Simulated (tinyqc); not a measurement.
Inside a calculation. Method: exchange-only LDA atom on a uniform radial grid, spin-unpolarised, for Li. Computed by tinyqc, a small Python program that keeps every step. Settings: Z = 3, points = 256, R = 13.6, functional = Slater exchange alone, mixing = 0.6, iteration cap = 68. Command: `OMP_NUM_THREADS=1 python tinyqc.py 29917 29918 out.jsonl` (the two numbers bound the seeds that draw the settings). One thread of a shared host (Intel(R) Xeon(R) Processor @ 2.60GHz), about 0.4 s of CPU time with the checks. Later iterations appear only in the table of the cycle.

## Iteration 1

Spherical atom on a uniform radial grid r_j = j h with h = R/(N + 1), h sum u^2 = 1 and integrals as h times sums, u(0) = u(R) = 0 (atomic units):

| parameter | value |
|---|---|
| Z | 3 |
| points N | 256 |
| R | 13.600000 |
| h | 0.052918 |
| mixing | 0.600000 |
| electrons in 1s | 2 |
| electrons in 2s | 1 |

Three-point differences turn -u''/2 + [l(l+1)/2r^2 - Z/r + V] u = e u into a tridiagonal matrix (diagonal 1/h^2 + potential, off-diagonal -1/2h^2). D = sum f u^2; the Hartree potential y/r solves y'' = -D/r with y(0) = 0, y(R) = N_e; v_xc comes from rho = D/(4 pi r^2); E = sum f e - int D V + int D (V_H/2 + eps_xc); V(new) = V + mixing (V_H + v_xc - V).

eigenvalues (hartree): 1s -4.4720, 2s -1.1232

Every 16th grid point:

| r | V in | u(1s) | u(2s) | D | V_H | v_xc |
|---|---|---|---|---|---|---|
| 0.8467 | 0.0000 | 0.6969 | -0.2331 | 1.0257 | 2.8785 | -0.4773 |
| 1.6934 | 0.0000 | 0.1111 | -0.7549 | 0.5946 | 1.6695 | -0.2507 |
| 2.5401 | 0.0000 | 0.0133 | -0.5816 | 0.3386 | 1.1662 | -0.1586 |
| 3.3868 | 0.0000 | 0.0014 | -0.3167 | 0.1003 | 0.8839 | -0.0873 |
| 4.2335 | 0.0000 | 1.41e-04 | -0.1460 | 0.0213 | 0.7084 | -0.0449 |
| 5.0802 | 0.0000 | 1.34e-05 | -0.0610 | 0.0037 | 0.5905 | -0.0222 |
| 5.9268 | 0.0000 | 1.25e-06 | -0.0238 | 0.0006 | 0.5062 | -0.0107 |
| 6.7735 | 0.0000 | 1.14e-07 | -0.0089 | 7.91e-05 | 0.4429 | -0.0051 |
| 7.6202 | 0.0000 | 1.02e-08 | -0.0032 | 1.03e-05 | 0.3937 | -0.0024 |
| 8.4669 | 0.0000 | 9.04e-10 | -0.0011 | 1.26e-06 | 0.3543 | -0.0011 |
| 9.3136 | 0.0000 | 7.92e-11 | -3.85e-04 | 1.48e-07 | 0.3221 | -0.0005 |
| 10.1603 | 0.0000 | 0 | -1.30e-04 | 1.68e-08 | 0.2953 | -2.31e-04 |
| 11.0070 | 0.0000 | 0 | -4.30e-05 | 1.85e-09 | 0.2726 | -1.05e-04 |
| 11.8537 | 0.0000 | 0 | -1.40e-05 | 1.95e-10 | 0.2531 | -4.72e-05 |
| 12.7004 | 0.0000 | 0 | -4.16e-06 | 1.73e-11 | 0.2362 | -2.01e-05 |
| 13.5471 | 0.0000 | 0 | -1.94e-07 | 0 | 0.2214 | 0.0000 |

total energy = -6.683719 hartree

## Iteration 2

As before.

eigenvalues (hartree): 1s -2.5398, 2s -0.3620

Every 16th grid point:

| r | V in | u(1s) | u(2s) | D | V_H | v_xc |
|---|---|---|---|---|---|---|
| 0.8467 | 1.4407 | 0.7622 | -0.0473 | 1.1643 | 2.6877 | -0.4979 |
| 1.6934 | 0.8513 | 0.1807 | -0.5270 | 0.3430 | 1.5667 | -0.2087 |
| 2.5401 | 0.6046 | 0.0347 | -0.6173 | 0.3835 | 1.1230 | -0.1653 |
| 3.3868 | 0.4780 | 0.0061 | -0.5099 | 0.2601 | 0.8697 | -0.1199 |
| 4.2335 | 0.3981 | 0.0010 | -0.3608 | 0.1302 | 0.7043 | -0.0820 |
| 5.0802 | 0.3410 | 1.70e-04 | -0.2344 | 0.0549 | 0.5894 | -0.0545 |
| 5.9268 | 0.2973 | 2.75e-05 | -0.1443 | 0.0208 | 0.5059 | -0.0356 |
| 6.7735 | 0.2627 | 4.38e-06 | -0.0857 | 0.0074 | 0.4428 | -0.0230 |
| 7.6202 | 0.2348 | 6.93e-07 | -0.0496 | 0.0025 | 0.3937 | -0.0148 |
| 8.4669 | 0.2119 | 1.09e-07 | -0.0282 | 0.0008 | 0.3543 | -0.0094 |
| 9.3136 | 0.1930 | 1.70e-08 | -0.0157 | 2.47e-04 | 0.3221 | -0.0060 |
| 10.1603 | 0.1770 | 2.64e-09 | -0.0086 | 7.45e-05 | 0.2953 | -0.0038 |
| 11.0070 | 0.1635 | 4.09e-10 | -0.0046 | 2.15e-05 | 0.2726 | -0.0024 |
| 11.8537 | 0.1518 | 6.32e-11 | -0.0024 | 5.62e-06 | 0.2531 | -0.0014 |
| 12.7004 | 0.1417 | 0 | -0.0010 | 1.03e-06 | 0.2362 | -0.0008 |
| 13.5471 | 0.1329 | 0 | -5.55e-05 | 3.08e-09 | 0.2214 | -1.08e-04 |

total energy = -7.067513 hartree

## Iteration 3

As before.

eigenvalues (hartree): 1s -1.9832, 2s -0.1563

Every 16th grid point:

| r | V in | u(1s) | u(2s) | D | V_H | v_xc |
|---|---|---|---|---|---|---|
| 0.8467 | 1.8902 | 0.7769 | -0.0060 | 1.2071 | 2.5983 | -0.5039 |
| 1.6934 | 1.1553 | 0.2057 | -0.3926 | 0.2388 | 1.5060 | -0.1850 |
| 2.5401 | 0.8165 | 0.0458 | -0.5402 | 0.2960 | 1.0849 | -0.1516 |
| 3.3868 | 0.6411 | 0.0095 | -0.5255 | 0.2763 | 0.8501 | -0.1223 |
| 4.2335 | 0.5326 | 0.0019 | -0.4407 | 0.1942 | 0.6954 | -0.0937 |
| 5.0802 | 0.4573 | 3.78e-04 | -0.3408 | 0.1162 | 0.5857 | -0.0699 |
| 5.9268 | 0.4011 | 7.35e-05 | -0.2509 | 0.0630 | 0.5044 | -0.0514 |
| 6.7735 | 0.3570 | 1.42e-05 | -0.1788 | 0.0320 | 0.4423 | -0.0376 |
| 7.6202 | 0.3213 | 2.71e-06 | -0.1245 | 0.0155 | 0.3935 | -0.0273 |
| 8.4669 | 0.2917 | 5.17e-07 | -0.0852 | 0.0073 | 0.3542 | -0.0197 |
| 9.3136 | 0.2668 | 9.81e-08 | -0.0573 | 0.0033 | 0.3221 | -0.0142 |
| 10.1603 | 0.2457 | 1.86e-08 | -0.0377 | 0.0014 | 0.2953 | -0.0102 |
| 11.0070 | 0.2275 | 3.51e-09 | -0.0240 | 0.0006 | 0.2726 | -0.0071 |
| 11.8537 | 0.2117 | 6.62e-10 | -0.0142 | 2.01e-04 | 0.2531 | -0.0048 |
| 12.7004 | 0.1979 | 1.21e-10 | -0.0067 | 4.51e-05 | 0.2362 | -0.0028 |
| 13.5471 | 0.1860 | 0 | -3.83e-04 | 1.46e-07 | 0.2214 | -3.93e-04 |

total energy = -7.117477 hartree

## Convergence

Stop when input and output potentials agree to 1e-7.

Course of the cycle (hartree):

| iteration | E | e(1s) | e(2s) | largest \|V(out) - V(in)\| |
|---|---|---|---|---|
| 1 | -6.683719 | -4.4720 | -1.1232 | 4.35e+00 |
| 2 | -7.067513 | -2.5398 | -0.3620 | 1.16e+00 |
| 3 | -7.117477 | -1.9832 | -0.1563 | 2.74e-01 |
| 4 | -7.122775 | -1.8394 | -0.0994 | 6.27e-02 |
| 5 | -7.123293 | -1.8066 | -0.0837 | 1.50e-02 |
| 6 | -7.123345 | -1.8004 | -0.0795 | 4.58e-03 |
| 7 | -7.123351 | -1.7999 | -0.0784 | 2.68e-03 |
| 8 | -7.123352 | -1.8002 | -0.0781 | 1.30e-03 |
| 9 | -7.123352 | -1.8005 | -0.0781 | 5.80e-04 |
| 10 | -7.123352 | -1.8006 | -0.0781 | 2.49e-04 |
| 11 | -7.123352 | -1.8007 | -0.0781 | 1.05e-04 |
| 12 | -7.123352 | -1.8008 | -0.0781 | 4.38e-05 |
| 13 | -7.123352 | -1.8008 | -0.0781 | 1.81e-05 |
| 14 | -7.123352 | -1.8008 | -0.0781 | 7.49e-06 |
| 15 | -7.123352 | -1.8008 | -0.0781 | 3.09e-06 |
| 16 | -7.123352 | -1.8008 | -0.0781 | 1.27e-06 |
| 17 | -7.123352 | -1.8008 | -0.0781 | 5.23e-07 |
| 18 | -7.123352 | -1.8008 | -0.0781 | 2.15e-07 |
| 19 | -7.123352 | -1.8008 | -0.0781 | 8.84e-08 |

Converged in 19 iterations. A uniform grid resolves the cusp poorly: for a bare nucleus this grid gives 1s at -4.47200 against -Z^2/2 = -4.5 hartree. Before convergence this energy mixes input and output and is not variational, so it may rise towards its limit.
